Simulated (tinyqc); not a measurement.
Wafer bonding and layer transfer: bond energy, gap closing, particles, bonding of dissimilar wafers and hydrogen blisters: one step, computed by the program tinyqc. Command: `OMP_NUM_THREADS=1 python tinyqc.py 3010371 3010372 out.jsonl bond walk`. One thread of a shared host (Intel(R) Xeon(R) Processor @ 2.30GHz), about 0.01 s of CPU time with the checks.

gamma is the energy per area of each of the two surfaces; plates are isotropic, and both wafers have E1 and t1.

Problem. Bond energy from the blade test. Two cantilevers opened by t_b: gamma = 3 t_b^2 E1 t1^3 E2 t2^3/(16 L^4 (E1 t1^3 + E2 t2^3)).

Inputs (values chosen for the exercise, with wafer 1 close to silicon):
```
quantity             value        unit
Young's modulus E1     141         GPa
thickness t1           300  micrometre
blade thickness t_b    100  micrometre
crack length L        12.1          mm
```

Pair: two equal wafers.

Give: bond energy gamma.

Solution.

bond energy gamma = 0.1665 J/m^2

An error of 5 % in L changes gamma by about 20 %. This is the level of van der Waals or hydrogen bonds, as after contact at room temperature.
